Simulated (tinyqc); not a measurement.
Binding against mu: shallow acceptor in the spherical model (Baldereschi-Lipari), strong spin-orbit limit. Computed by tinyqc, a small Python program. Command: `OMP_NUM_THREADS=1 python tinyqc.py 3004687 3004688 out.jsonl acceptor walk`. One thread of a shared host (Intel(R) Xeon(R) Processor @ 2.30GHz), about 0.01 s of CPU time with the checks.

The 1S(3/2) state has an s envelope f(r) and a d envelope g(r). In effective units they obey -(f'' + 2f'/r + 2f/r) + mu (g'' + 5g'/r + 3g/r^2) = E f and -(g'' + 2g'/r - 6g/r^2 + 2g/r) + mu (f'' - f'/r) = E g. The cubic term, the split-off band and the central cell are left out.

Inputs (values chosen for the exercise, for a model semiconductor):
```
quantity                 value  unit
Luttinger gamma_1         5.38     -
Luttinger gamma_2        0.776     -
Luttinger gamma_3         1.72     -
dielectric constant eps   8.86     -
```

Constants: Ry = 13.605693123 eV; a_0 = 0.529177210903 angstrom.

Method:
- Ry* = Ry/(gamma_1 eps^2), a* = a_0 eps gamma_1, mu = (6 gamma_3 + 4 gamma_2)/(5 gamma_1), delta = (gamma_3 - gamma_2)/gamma_1; spherical masses 1/(gamma_1 (1 - mu)) (heavy) and 1/(gamma_1 (1 + mu)) (light).
- Basis: f_i = exp(-zeta_i r), g_i = r exp(-zeta_i r), weight r^2 dr, s = zeta_i + zeta_j. S_ff = 2/s^3, H_ff = zeta_i zeta_j S_ff - 2/s^2; S_gg = 24/s^5, H_gg = 8/s^3 + 24 zeta_i zeta_j/s^5 - 12/s^4; H(f_i, g_j) = mu (6 zeta_i^2/s^4 + 2 zeta_i/s^3); S_fg = 0. Each function is normalised by sqrt(S_ii).
- Large basis: zeta_i = 0.08 x 1.55^(i-1), i = 1..20 in each channel; overlap eigenvalues below 1e-11 are dropped.

mu = 0.499033

1S(3/2):
```
mu    binding (Ry*)  d weight  binding x (1 - mu)
0.10         1.0091   0.00424             0.90817
0.15         1.0207   0.00955             0.86758
0.30         1.0888   0.03859             0.76214
0.50         1.2985   0.10979             0.64927
0.80         2.5802   0.29828             0.51604
0.90         4.7683   0.38818             0.47683
0.95         9.1447   0.44002             0.45723
```

What follows from these numbers?

The binding grows from 1.009 to 9.14 Ry*, slowly at first (second order in mu), while the d weight rises to 0.44. The last column, the binding in units of the heavy-hole Rydberg, falls to 0.457, towards about 0.44 as mu tends to 1. Caution: gamma_3 and gamma_2 differ by more than 0.17 gamma_1: band warping, left out here, adds several per cent to the binding.
